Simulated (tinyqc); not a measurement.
Worked calculation: potential-pH (Pourbaix) lines of a metal, its cation, its oxide and an oxyanion, with a complexing ligand. Computed by tinyqc, a small Python program that keeps every step. Command: `OMP_NUM_THREADS=1 python tinyqc.py 3027348 3027349 out.jsonl pourb walk`. One thread of a shared host (Intel(R) Xeon(R) Processor @ 2.30GHz), about 0.01 s of CPU time with the checks. Intermediate numbers are printed to about 7 digits and carried at full precision; extremes and crossings named in words are read from the listed rows.

Potentials are against the standard hydrogen electrode; solids and water have unit activity; dG_f of M, H+ and the electron is zero; F = e N_A and s = R T ln(10)/F. The cation carries z = 2.

Inputs (values chosen for the exercise, for a model metal):

| quantity | value | unit |
|---|---|---|
| dG_f of the cation | 67.12 | kJ/mol |
| dG_f of the oxide | -129.3 | kJ/mol |
| dG_f of the oxyanion | -180.51 | kJ/mol |
| dG_f of water | -237.14 | kJ/mol |
| temperature T | 298.15 | K |
| log10 of the dissolved activity a | -5 | - |
| pH | 2.7 | - |
| potential E | 0.95 | V |
| log10 of the stability constant beta of ML | 12 | - |
| pKa of HL | 6.1 | - |
| total ligand c_L | 0.027 | mol/L |
| limiting current density i_L | 0.00037 | A/cm^2 |
| molar volume V_m | 7.11 | cm^3/mol |

Species: M, M2+, MO, MO2(2-).

exchange current densities, metal and cathodic (A/cm^2): 2e-05  2e-11

Tafel slopes, anodic and cathodic (mV/decade): 55  110

Constants: R = 8.314462618 J/(mol K); e = 1.602176634e-19 C; N_A = 6.02214076e+23 1/mol.

## Standard potentials

M2+ + 2e = M; MO + 2H+ + 2e = M + H2O; MO2(2-) + 4H+ + 2e = M + 2H2O. For each, E0 = -dG/(z F), and E = E0 + (s/z) log10 a - (s n_H/z) pH, with no activity term for the oxide.

s = 0.05915935 V

E0 (V): cation 0.347825, oxide 0.558841, oxyanion 1.522356

The metal is nobler than hydrogen: acids free of oxidants and complexing ligands do not dissolve it.

## Vertical lines

Two oxidised species coexist where their lines against the metal cross: pH1 (cation/oxide) = [E0(oxide) - E0(cation)]/s - (log10 a)/z; pH2 (oxide/oxyanion) = {[E0(oxyanion) - E0(oxide)]/s + (log10 a)/z}/(4/z - 1).

pH1 = 6.066918

pH2 = 13.78676

width of the oxide field, pH2 - pH1 = 7.719846

The oxide is stable from pH 6.07 to 13.79; each decade less of dissolved metal narrows this field by 1.00 pH units.

## The stable species at (pH, E)

The metal is stable below the lowest of the three lines; above it, the species of the lowest line is stable. Water lines at 1 bar: hydrogen E = -s pH, oxygen E = -dG_f(water)/(2F) - s pH.

lines at this pH (V): cation 0.199927, oxide 0.399111, oxyanion 1.054997

upper limit of immunity = 0.1999265 V

hydrogen line = -0.1597302 V

oxygen line = 1.069161 V

E above the limit of immunity = 0.7500735 V

Stable here: the cation (corrosion). Immunity reaches above the hydrogen line, so without the ligand only oxygen or another oxidant can attack. Caution: other oxidation states, hydroxides and hydrides are left out, and the lines say nothing of rates.

## A complexing ligand

The free ligand is c_L/(1 + 10^(pKa - pH)) (ligand in excess); dissolved metal is a in all, so the free cation is a/alpha, alpha = 1 + beta [L]; the cation line drops by (s/z) log10 alpha.

free ligand = 1.074462e-05 mol/L

log10 alpha = 7.031191

cation line with ligand = -0.008053826 V

that line less the oxide line = -0.4071650 V

With the ligand the dissolved state lies below the oxide: the oxide dissolves at this pH.

## Mixed potential with oxygen reduction

Anodic i = i0a 10^((E - E_a)/b_a) with E_a the cation line with ligand; cathodic i = i0c 10^((E_c - E)/b_c) with E_c the oxygen line; supply caps the cathodic current, 1/i_c = 1/i(Tafel) + 1/i_L. E_corr makes the two currents equal. Without the cap it would be [b_c E_a + b_a E_c + b_a b_c log10(i0c/i0a)]/(b_a + b_c). Rate = i V_m/(z F). Films are left out.

E_corr without the cap = 0.1310179 V

corrosion potential E_corr = 0.06133825 V

corrosion current density = 3.653458e-04 A/cm^2

i/i_L = 0.9874210

etch rate = 8.076694 nm/min

The current sits at the supply limit: stirring or more oxidant, not the ligand, sets the rate.

## The diagram with and without ligand

The formulas are those given above.

Lines against the metal (V); the species with the lowest line is stable above it:

| pH | cation | oxide | oxyanion | stable above | cation with ligand | stable above, ligand |
|---|---|---|---|---|---|---|
| 0 | 0.1999265 | 0.5588414 | 1.374457 | cation | 0.0718056 | dissolved |
| 2 | 0.1999265 | 0.4405227 | 1.137820 | cation | 0.0126478 | dissolved |
| 4 | 0.1999265 | 0.3222040 | 0.901183 | cation | -0.0464109 | dissolved |
| 5 | 0.1999265 | 0.2630447 | 0.782864 | cation | -0.0751103 | dissolved |
| 6 | 0.1999265 | 0.2038853 | 0.664545 | cation | -0.0981615 | dissolved |
| 7 | 0.1999265 | 0.1447260 | 0.546226 | oxide | -0.1071066 | dissolved |
| 8 | 0.1999265 | 0.0855666 | 0.427908 | oxide | -0.1084691 | dissolved |
| 9 | 0.1999265 | 0.0264073 | 0.309589 | oxide | -0.1086137 | dissolved |
| 10 | 0.1999265 | -0.0327521 | 0.191270 | oxide | -0.1086282 | dissolved |
| 12 | 0.1999265 | -0.1510708 | -0.045367 | oxide | -0.1086298 | oxide |
| 14 | 0.1999265 | -0.2693895 | -0.282004 | oxyanion | -0.1086298 | oxyanion |

Without ligand the oxide holds 5 of the eleven rows (pH 7 to 12), with it 1 (pH 12). The ligand acts once beta [L] exceeds 1, from pH = pKa - log10(beta c_L) = -4.3 on, that is in all rows; its line then falls by at most s/z per pH unit and flattens beyond pKa, 0.309 V below the free cation at most. The oxide line falls faster, by s per pH unit, so the oxide takes over again at higher pH.

Checks made by the program: the lines cross at pH1 and pH2 (relative difference 1e-10).
